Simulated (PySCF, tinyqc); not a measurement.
Inside a calculation. Method: CIS and TDHF on RHF in the sto-6g basis, for H3-, spin multiplicity 1. The basis has no diffuse functions, so it cannot describe the extra electron: this is an exercise in the method, not the real anion. The lowest restricted solution is unstable here: a spin-polarised one lies 0.1454 hartree lower (PySCF). One step of it, computed by the program tinyqc.

Task: CIS triplet states. Diagonalise A (1 hartree = 27.211386 eV); each vector has its largest component positive (the first on a tie).

CIS matrix A, triplet (hartree), order 1>3, 2>3:
```
[[0.644108, 0.078717],
 [0.078717, -0.199358]]
```

Give: triplet excitation energies; lowest vectors.

Result:

triplet excitation energies (eV): [-5.623, 17.725]

lowest vectors, order 1>3, 2>3:
```
[[-0.092, 0.996],
 [0.996, 0.092]]
```

A negative triplet energy shows that the restricted solution is unstable towards a spin-polarised one.
